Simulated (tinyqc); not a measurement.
# p-type polysilicon, carrier trapping at grain boundaries: effect of the temperature

One-dimensional grains of size Lg, uniform ionised doping N, monovalent traps Qt at each boundary at a depth Et below (for electrons) or above (for holes) the band edge there, abrupt depletion of width W on each side of a boundary, Boltzmann statistics. xi is the distance from the band edge at the grain centre to the Fermi level. Trapped charge Qt/(1 + exp((xi + VB - Et)/Vt)) = 2 N W, barrier VB = q N W^2/(2 eps0 eps_r).

NB is given at 300 K and scales as (T/300 K)^1.5. If the trap equation with xi = Vt ln(NB/N) has a root W < Lg/2, the grain is partly depleted; otherwise W = Lg/2 and the trap equation gives xi = Et - VB + Vt ln(Qt/(N Lg) - 1). N* = Qt/Lg. n0 = NB exp(-xi/Vt); mean density n0 (1 - 2 W/Lg) by charge balance in a partly depleted grain, and n0 (sqrt(pi)/2) erf(u)/u with u = sqrt(VB/Vt) in a fully depleted one; v = sqrt(kB T/(2 pi ms m0)); barrier resistivity Vt exp(VB/Vt)/(q fe n0 v Lg); grain resistivity (1 - 2 W/Lg)/(q n0 mug); effective mobility 1/(q mean density total resistivity). Rows with xi above 0.45 V, towards mid-gap, are left out, since the other carrier type is ignored.

Parameters, values chosen for the exercise; values of the order met in polycrystalline silicon:
```
symbol    value        unit                                                              meaning
eps_r      11.7                                                            relative permittivity
NB      2.65e19       cm^-3          valence-band density of states at the reference temperature
Lg           19          nm                                                           grain size
Qt       2.5e12       cm^-2                                     trap density of a grain boundary
Et          0.4          eV  depth of the trap level from the majority band edge at the boundary
ms         0.34          m0                                         mass for thermionic emission
fe         0.25                                           correction factor of the emission rate
mug         240  cm^2/(V s)                                           mobility inside the grains
N        7.6e18       cm^-3                                                               doping
```

Constants: q = 1.602176634e-19 C, kB = 1.380649e-23 J/K, m0 = 9.1093837015e-31 kg, Vt = kB T/q, eps0 = 8.8541878128e-14 F/cm where lengths are in cm. Results are converted to the units shown.

The same in every row: N/N* = 5.7760.

Result of one run:
```
depleted share 2 W/Lg,VB (V),xi (V),mean density (cm^-3),resistivity (ohm cm),effective mobility (cm^2/(V s))
0.17313,0.015898,0.027639,6.2842e18,0.020919,47.479
```

Which temperature T gave this result: 240, 280, 320, 360 or 440 K?

T = 280 K.

The whole series:
```
T (K),depleted share 2 W/Lg,VB (V),xi (V),mean density (cm^-3),resistivity (ohm cm),effective mobility (cm^2/(V s))
200,0.17313,0.015898,0.011044,6.2842e18,0.022728,43.699
240,0.17313,0.015898,0.018909,6.2842e18,0.021521,46.151
280,0.17313,0.015898,0.027639,6.2842e18,0.020919,47.479
320,0.17313,0.015898,0.037111,6.2842e18,0.020639,48.123
360,0.17313,0.015898,0.047231,6.2842e18,0.020547,48.339
400,0.17312,0.015896,0.057926,6.2843e18,0.020571,48.280
440,0.17309,0.015891,0.069140,6.2845e18,0.020671,48.046
```

As T goes from 200 to 440, VB stays near 0.0159 V, the resistivity goes from 0.0227 through a minimum of 0.0205 (at T = 360 among the rows listed) to 0.0207 ohm cm and the effective mobility goes from 43.7 through a maximum of 48.3 (at T = 360 among the rows listed) to 48.0 cm^2/(V s). The activation energy kB ln(rho1/rho2)/(1/T1 - 1/T2) is 0.00564 eV between the first two rows and -0.00183 eV between the last two; mug is held fixed. In every row xi is under 2.5 Vt, where Boltzmann statistics begin to fail. In every row VB is below Vt, where abrupt depletion and thermionic emission are rough.

Computed by the program tinyqc: `OMP_NUM_THREADS=1 python tinyqc.py 2830147 2830148 out.jsonl`, one thread of a shared Intel Xeon 2.30GHz, about 0.01 s for the whole run.
